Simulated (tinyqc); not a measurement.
Range and order of the fit: effective mass of the conduction band from tabulated energies.

c = hbar^2/2m0. A uniform scatter of up to 0.3 meV has been added to mimic numerical noise.
Constants: hbar^2/2m0 = 3.80998211 eV angstrom^2.

Energies along [110], from the band edge:

| k (1/angstrom) | E (meV) |
|---|---|
| 0.000000 | 0.00000 |
| 0.002200 | 1.08900 |
| 0.004400 | 5.24040 |
| 0.006600 | 11.53710 |
| 0.008800 | 20.07600 |
| 0.011000 | 29.98230 |
| 0.013200 | 42.15700 |
| 0.015400 | 54.95470 |
| 0.017600 | 68.40920 |

reference mass (curvature of the model at k = 0.0001 1/angstrom) = 0.013600 m0

Least-squares fits of E = a k^2 (+ b k^4 + d k^6) over points 1 to n, and the line y = c k^2/E against E; errors of m against the reference.

Results:

| n | E at point n (meV) | one term (%) | two terms (%) | three terms (%) | line (%) | rms residual, one term (meV) |
|---|---|---|---|---|---|---|
| 3 | 11.5 | 5.55 | 4.73 | 38.98 | 20.89 | 0.128 |
| 4 | 20.1 | 7.36 | 3.32 | 6.32 | 16.17 | 0.167 |
| 5 | 30.0 | 10.93 | 1.55 | 4.76 | 13.01 | 0.454 |
| 6 | 42.2 | 13.64 | 3.83 | 0.42 | 11.27 | 0.645 |
| 7 | 55.0 | 17.26 | 4.05 | 2.77 | 9.90 | 1.101 |
| 8 | 68.4 | 21.55 | 4.31 | 3.39 | 8.73 | 1.774 |

What can be read from this table?

The error of the parabola goes from +5.55 to +21.55 % as the range widens, and at n = 8 its residual, 1.77 meV, is only 2.6 % of the top energy: a small residual does not vouch for the mass. Over the full range (n = 8) the best form is three terms (3.39 %); the line errs by +20.89 % at n = 3 and +8.73 % at n = 8. Many terms on few points amplify the scatter: three terms err by +39.0 % at n = 3 but by +3.4 % at n = 8.

Program tinyqc; command `OMP_NUM_THREADS=1 python tinyqc.py 1881262 1881263 out.jsonl`; about 0.01 s on one thread of a shared Intel(R) Xeon(R) Processor @ 2.30GHz.
